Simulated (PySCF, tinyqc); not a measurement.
Inside a calculation (part 2 of 2). Method: CISD on RHF in the 3-21g basis, for H3+, spin multiplicity 1. The lowest restricted solution is unstable here: a spin-polarised one lies 0.0209 hartree lower (PySCF). Computed by tinyqc, a small Python program that keeps every step (integrals from PySCF). Command: `OMP_NUM_THREADS=1 python tinyqc.py 20038 20039 out.jsonl` (the two numbers bound the seeds that draw the settings). One thread of a shared host (Intel(R) Xeon(R) Processor @ 2.60GHz), about 0.1 s of CPU time with the checks.

Geometry (angstrom):
```
atom         x         y          z
H     0.000000  0.000000   0.000000
H     0.000000  0.000000   1.450000
H     0.000000  0.000000  -1.450000
```

## CISD: determinants and Hamiltonian

one-electron integrals over orbitals h = C^T H C (hartree), lower triangle:
```
           1          2          3          4         5         6
1  -1.232971
2   0.000000  -1.010233
3  -0.073455   0.000000  -0.854839
4   0.035471   0.000000  -0.096793   0.134455
5   0.000000  -0.073459   0.000000   0.000000  0.132605
6   0.066987   0.000000   0.117550  -0.008425  0.000000  0.036762
```

Two-electron integrals over orbitals (pq|rs), unique and non-zero (hartree):
```
(11|11) 0.455140    (21|21) 0.119286    (22|11) 0.369321    (22|22) 0.403093
(31|11) 0.073455    (31|22) -0.035492   (31|31) 0.099992    (32|21) -0.111040
(32|32) 0.121029    (33|11) 0.407175    (33|22) 0.365355    (33|31) 0.036439
(33|33) 0.388356    (41|11) -0.035471   (41|22) -0.060317   (41|31) 0.024823
(41|33) -0.037016   (41|41) 0.036236    (42|21) -0.059120   (42|32) 0.056135
(42|42) 0.076894    (43|11) 0.060808    (43|22) 0.069895    (43|31) -0.011056
(43|33) 0.054096    (43|41) -0.039190   (43|43) 0.047824    (44|11) 0.351855
(44|22) 0.404318    (44|31) -0.052183   (44|33) 0.356694    (44|41) -0.078580
(44|43) 0.086935    (44|44) 0.439898    (51|21) 0.035536    (51|32) -0.040530
(51|42) -0.050547   (51|51) 0.036338    (52|11) 0.054498    (52|22) 0.089331
(52|31) -0.034461   (52|33) 0.058195    (52|41) -0.052804   (52|43) 0.058265
(52|44) 0.116046    (52|52) 0.077870    (53|21) -0.052731   (53|32) 0.047403
(53|42) 0.060670    (53|51) -0.037935   (53|53) 0.050035    (54|21) -0.166334
(54|32) 0.169800    (54|42) 0.108797    (54|51) -0.073234   (54|53) 0.090686
(54|54) 0.276627    (55|11) 0.365459    (55|22) 0.410015    (55|31) -0.045474
(55|33) 0.365257    (55|41) -0.080316   (55|43) 0.091903    (55|44) 0.444435
(55|52) 0.119116    (55|55) 0.450925    (61|11) -0.066987   (61|22) -0.013996
(61|31) -0.050606   (61|33) -0.059753   (61|41) 0.000315    (61|43) -0.006801
(61|44) -0.012061   (61|52) -0.003774   (61|55) -0.013116   (61|61) 0.079593
(62|21) 0.001424    (62|32) 0.005903    (62|42) 0.000056    (62|51) -0.002787
(62|53) -0.000697   (62|54) 0.004401    (62|62) 0.005083    (63|11) -0.084078
(63|22) -0.013248   (63|31) -0.065008   (63|33) -0.061823   (63|41) -0.001470
(63|43) -0.009036   (63|44) -0.006280   (63|52) -0.000150   (63|55) -0.010021
(63|61) 0.075531    (63|63) 0.081101    (64|11) 0.004370    (64|22) 0.004607
(64|31) -0.000788   (64|33) 0.001758    (64|41) -0.002268   (64|43) 0.004655
(64|44) 0.005041    (64|52) 0.003726    (64|55) 0.006711    (64|61) 0.006084
(64|63) 0.003766    (64|64) 0.002319    (65|21) -0.008944   (65|32) 0.006098
(65|42) 0.005755    (65|51) -0.002041   (65|53) 0.006215    (65|54) 0.011779
(65|62) -0.002522   (65|65) 0.003584    (66|11) 0.507291    (66|22) 0.322742
(66|31) 0.167681    (66|33) 0.441037    (66|41) -0.008150   (66|43) 0.044701
(66|44) 0.295024    (66|52) 0.019478    (66|55) 0.311986    (66|61) -0.157876
(66|63) -0.179334   (66|64) -0.001092   (66|66) 0.729930
```

nuclear repulsion = 0.91237450 hartree

Hartree-Fock energy = -1.09842686 hartree

Slater-Condon rules over spin orbitals, with the nuclear repulsion added and E(HF) subtracted on the diagonal. Only determinants linked to the reference directly or through others are kept (one block of an abelian symmetry group), so some states are absent.

Occupation strings over the orbitals (2 doubly, a alpha, b beta, 0 empty; spin orbitals ordered 1a 1b 2a 2b ...): 200000 a0b000 a00b00 a0000b b0a000 b00a00 b0000a 020000 0a00b0 002000 00ab00 00a00b 00ba00 000200 000a0b 0b00a0 000020 00b00a 000b0a 000002

H - E(HF) between determinants (hartree), lower triangle:
```
           200000     a0b000     a00b00     a0000b     b0a000     b00a00     b0000a     020000
200000   0.000000
a0b000   0.000000   0.330166
a00b00   0.000000  -0.035985   1.264140
a0000b   0.000000   0.033472  -0.004055   1.321884
b0a000   0.000000  -0.099992  -0.024823   0.050606   0.330166
b00a00   0.000000  -0.024823  -0.036236  -0.000315  -0.035985   1.264140
b0000a   0.000000   0.050606  -0.000315  -0.079593   0.033472  -0.004055   1.321884
020000   0.119286  -0.111040  -0.059120   0.001424   0.111040   0.059120  -0.001424   0.393428
0a00b0   0.035536  -0.052731  -0.166334  -0.008944   0.040530   0.050547   0.002787   0.015872
002000   0.099992  -0.037016  -0.011056  -0.065008   0.037016   0.011056   0.065008   0.121029
00ab00   0.024823  -0.011056  -0.125637  -0.000788   0.001545   0.039190   0.001470   0.056135
00a00b  -0.050606  -0.065008  -0.000788   0.094226  -0.007234   0.006801  -0.075531   0.005903
00ba00  -0.024823   0.001545   0.039190   0.001470  -0.011056  -0.125637  -0.000788  -0.056135
000200   0.036236  -0.039190  -0.043109  -0.002268   0.039190   0.043109   0.002268   0.076894
000a0b   0.000315  -0.001470  -0.002268   0.027321   0.006801  -0.054926  -0.006084   0.000056
0b00a0  -0.035536   0.040530   0.050547   0.002787  -0.052731  -0.166334  -0.008944  -0.015872
000020   0.036338  -0.037935  -0.073234  -0.002041   0.037935   0.073234   0.002041   0.077870
00b00a   0.050606  -0.007234   0.006801  -0.075531  -0.065008  -0.000788   0.094226  -0.005903
000b0a  -0.000315   0.006801  -0.054926  -0.006084  -0.001470  -0.002268   0.027321  -0.000056
000002   0.079593   0.075531   0.006084  -0.090888  -0.075531  -0.006084   0.090888   0.005083

           0a00b0     002000     00ab00     00a00b     00ba00     000200     000a0b     0b00a0
0a00b0   1.543188
002000   0.047403   0.689478
00ab00   0.169800  -0.042697   1.647111
00a00b   0.006098   0.055727  -0.006666   1.633762
00ba00  -0.060670   0.042697  -0.047824   0.009036   1.647111
000200   0.108797   0.047824  -0.009857   0.004655   0.009857   2.719609
000a0b   0.005755  -0.009036   0.004655  -0.052092  -0.111269  -0.003383   2.477043
0b00a0  -0.077870  -0.047403  -0.060670   0.000697   0.169800  -0.108797  -0.004401   1.543188
000020   0.045657   0.050035   0.090686   0.006215  -0.090686   0.276627   0.011779  -0.045657
00b00a   0.000697  -0.055727   0.009036  -0.081101  -0.006666  -0.004655  -0.003766   0.006098
000b0a  -0.004401   0.009036  -0.111269  -0.003766   0.004655   0.003383  -0.002319   0.005755
000002  -0.002522   0.081101   0.003766  -0.061784  -0.003766   0.002319  -0.009516   0.002522

           000020     00b00a    000b0a    000002
000020   2.726936
00b00a  -0.006215   1.633762
000b0a  -0.011779  -0.052092  2.477043
000002   0.003584   0.061784  0.009516  2.814256
```

## CISD: roots

Diagonalise (each vector has its largest component positive (the first on a tie)); all determinants have Ms = 0, so triplets appear too. The lowest singlet root is the correlation energy.

lowest roots of this matrix, relative to E(HF) (hartree): -0.049916  0.215252  0.251550  0.482990  0.752954  1.175609  1.186045  1.249546

lowest vectors:
```
           root 1     root 2     root 3     root 4
200000   0.952902   0.000000   0.240920  -0.008511
a0b000  -0.067524   0.702226   0.439051   0.502094
a00b00  -0.017104   0.043461   0.044336  -0.005339
a0000b  -0.009618  -0.057976  -0.011627   0.043060
b0a000   0.067524   0.702226  -0.439051  -0.502094
b00a00   0.017104   0.043461  -0.044336   0.005339
b0000a   0.009618  -0.057976   0.011627  -0.043060
020000  -0.264950   0.000000   0.712069  -0.473642
0a00b0  -0.019991   0.009787   0.035444   0.015289
002000  -0.094344   0.000000  -0.194017   0.510894
00ab00  -0.006334   0.006828  -0.033945   0.040752
00a00b   0.029215   0.038537   0.030198  -0.005583
00ba00   0.006334   0.006828   0.033945  -0.040752
000200  -0.004023   0.000000  -0.009540   0.019990
000a0b   0.000686   0.001257   0.002064   0.000970
0b00a0   0.019991   0.009787  -0.035444  -0.015289
000020  -0.004741   0.000000  -0.003839   0.015603
00b00a  -0.029215   0.038537  -0.030198   0.005583
000b0a  -0.000686   0.001257  -0.002064  -0.000970
000002  -0.019060   0.000000  -0.028015  -0.046030
```

<S^2> of these roots: 0.000000  2.000000  0.000000  0.000000  0.000000  2.000000  0.000000  2.000000

weight of the ground state by excitation level 0, 1, 2, ...: 0.908023  0.009889  0.082088

## The lowest root by the Davidson method

Start from the reference; add the residual divided by (theta - H_ii), orthogonalised, at each step.

Davidson iterations:
```
iteration  subspace  lowest Ritz value (hartree)  residual norm
1                 1                            0       2.05e-01
2                 2                  -0.04449351       6.52e-02
3                 3                  -0.04953066       2.31e-02
4                 4                  -0.04989490       4.99e-03
5                 5                  -0.04991586       7.53e-04
6                 6                  -0.04991618       7.33e-05
7                 7                  -0.04991619       8.75e-06
8                 8                  -0.04991619       3.60e-07
9                 9                  -0.04991619       2.69e-08
```
